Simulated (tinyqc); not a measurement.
Length of a molecular wire: coherent transport through a tight-binding bridge. Computed by the program tinyqc. 

A uniform bridge between two chains:

| parameter | value |
|---|---|
| site energy (eV) | 2.910000 |
| hopping in the bridge (eV) | 0.750000 |
| lead hopping (eV) | 2.870000 |
| couplings (eV) | 0.33, 0.62 |
| E (eV) | 0.460000 |

T = Gamma_L Gamma_R |G_1n|^2 with the self-energies of semi-infinite chains.

Transmission against length:

| sites | T | ln T |
|---|---|---|
| 2 | 3.7766e-04 | -7.8815 |
| 3 | 4.4022e-05 | -10.0308 |
| 4 | 5.1445e-06 | -12.1776 |
| 5 | 6.0138e-07 | -14.3240 |
| 6 | 7.0301e-08 | -16.4705 |
| 7 | 8.2183e-09 | -18.6169 |
| 8 | 9.6074e-10 | -20.7633 |
| 9 | 1.1231e-10 | -22.9097 |
| 10 | 1.3129e-11 | -25.0562 |

E lies outside the band of the bridge (|E - e|/2h = 1.633 > 1), so T decays as exp(-beta n) with beta = 2 arccosh(1.633) = 2.1464 a site; the last two rows give 2.1464.
